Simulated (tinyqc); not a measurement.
Inside a calculation. Model: kinetics of strain relaxation and threading dislocations in mismatched semiconductor layers. Computed by tinyqc, a small Python program that keeps every step. Command: `OMP_NUM_THREADS=1 python tinyqc.py 3010307 3010308 out.jsonl threading walk`. One thread of a shared host (Intel(R) Xeon(R) Processor @ 2.30GHz), about 0.01 s of CPU time with the checks. Intermediate numbers are printed to about 6 digits and carried at full precision; extremes and crossings named in words are read from the listed rows.

60-degree dislocations on {111} planes of a (001) layer, isotropic elasticity. The Schmid factor is 1/sqrt(6), and a misfit segment relieves strain with b/2.

Inputs (values chosen for the exercise, for a model layer):

| quantity | value | unit |
|---|---|---|
| misfit f | 0.0091 | - |
| shear modulus G | 60.7 | GPa |
| Poisson ratio nu | 0.27 | - |
| Burgers vector b | 3.89 | angstrom |
| glide activation energy Q | 1.93 | eV |
| velocity prefactor v0 | 29000 | m/s per MPa |
| layer thickness h | 100 | nm |
| anneal temperature T | 764 | K |
| anneal time t | 200 | s |
| initial thread density rho_0 | 3.6e+07 | 1/cm^2 |
| multiplication constant delta | 58000 | 1/m |
| grading rate (misfit per thickness) R_f | 0.013 | 1/micrometre |
| growth temperature of the buffer T_g | 906 | K |
| growth rate R_g | 0.85 | nm/s |
| reaction radius r_A | 12 | nm |
| final thickness of a thick uniform layer H | 0.55 | micrometre |
| aspect ratio of a trench | 2.4 | - |

Sources: fixed density of threads.

Constants: k_B = 8.617333262e-05 eV/K.

## Excess stress and glide velocity at the start

Excess resolved stress tau = (1/sqrt 6) [2 G (1 + nu)/(1 - nu)] (e - e_eq), e_eq = b (1 - nu/4) [ln(h/b) + 1]/(4 pi (1 + nu) h), the Matthews-Blakeslee strain of an uncapped layer; glide velocity v = v0 tau exp(-Q/(k_B T)), tau in MPa.

equilibrium strain e_eq = 0.00148862

excess stress tau = 656.278 MPa

mobility v/tau = 5.38296e-09 m/s per MPa

initial velocity = 3.53272 micrometre/s

The layer carries 6.1 times its equilibrium strain. In the anneal time a thread would run 710 micrometre at this speed.

## Relaxation in the anneal

Threads run in two directions, so de/dt = -(b/4) rho v, with rho fixed. With x = e - e_eq, x0 = f - e_eq (fully strained at t = 0) and v = m S x (m the mobility, S x = tau): x = x0 exp(-t/t_r), t_r = 4/(b rho_0 m S). The half time is that at which x = x0/2.

strain left e = 0.00178378

share of the excess strain relieved = 96.1221 %

thread density = 3.60e+07 1/cm^2

half time = 42.6568 s

Most of the excess strain is gone. The misfit lines laid down are 0.027 micrometre apart. Caution: blocking of threads by crossing misfit lines, left out here, leaves real layers with more strain.

## Anneal temperature

The formulas are those given above.

After the time t:

| T (K) | first velocity (micrometre/s) | relieved (%) | threads (1/cm^2) | half time (s) |
|---|---|---|---|---|
| 632 | 7.74504e-03 | 0.7100 | 3.60e+07 | 1.94569e+04 |
| 654 | 2.55121e-02 | 2.3196 | 3.60e+07 | 5.90679e+03 |
| 680 | 9.44951e-02 | 8.3258 | 3.60e+07 | 1.59473e+03 |
| 701 | 2.53466e-01 | 20.7983 | 3.60e+07 | 5.94535e+02 |
| 726 | 7.61602e-01 | 50.3726 | 3.60e+07 | 1.97865e+02 |
| 742 | 1.48125e+00 | 74.4021 | 3.60e+07 | 1.01735e+02 |
| 766 | 3.81373e+00 | 97.0055 | 3.60e+07 | 3.95136e+01 |
| 804 | 1.51883e+01 | 99.9999 | 3.60e+07 | 9.92171e+00 |

The half time follows exp(Q/(k_B T)), a decade for each 54 K near 726 K. Relief goes from 21 % at 701 K to 74.4 % at 742 K: with a fixed density the onset is gradual, and more threads relax the layer sooner. Caution: rows with more than 50 % relieved leave out blocking by crossing misfit lines, which slows real layers.

## Graded buffer

In steady grading, strain is fed at R_f R_g and relieved at (b/4) rho v. As a glide-limited estimate, the driving stress is taken as the mean stress of the strained top zone, whose depth z solves R_f z/2 = e_eq(z), with strain R_f z at the surface; tau_g = S R_f z/2 is its mean; then rho = 4 R_f R_g/(b m tau_g), m = v0 exp(-Q/(k_B T_g)), S = (1/sqrt 6) 2 G (1 + nu)/(1 - nu), e_eq(z) = b (1 - nu/4) [ln(z/b) + 1]/(4 pi (1 + nu) z).

depth z of the strained zone = 156.416 nm

stress tau_g = 87.6637 MPa

thread density of the buffer = 243336 1/cm^2

buffer thickness f/R_f = 0.7 micrometre

Raising T_g by 50 K would lower this density by a factor 3.6: fast glide lets few threads do the work.

## Thick uniform layer and trapping in a trench

A separate case, a thick relaxed layer. Pair reactions during growth: d rho/dh = -K rho^2 with K = 2 r_A tan(psi) and threads inclined by psi = 45 degrees (the <110> lines of {111} planes), so rho = 1/(K H) for a layer that starts with far more threads than that, as highly mismatched layers do. In a trench along [110] a thread on {111} rises at 54.74 degrees across the width, and leaves through the wall below the height w tan(54.74 degrees) = sqrt(2) w; the share of threads, evenly spread over the floor, that reach the top is max(0, 1 - a/sqrt 2) for the aspect ratio a.

thread density at H = 7.57576e+09 1/cm^2

share that reaches the top = 0

The trench traps all threads that cross it; those that run along it are not trapped. Thickness alone needs 4200 micrometre for 1e6 /cm^2. Caution: at this small misfit a layer may start with fewer threads than 1/(K H), which is then only an upper bound.

Checks made by the program: strain against numerical integration (relative difference below 1e-10).
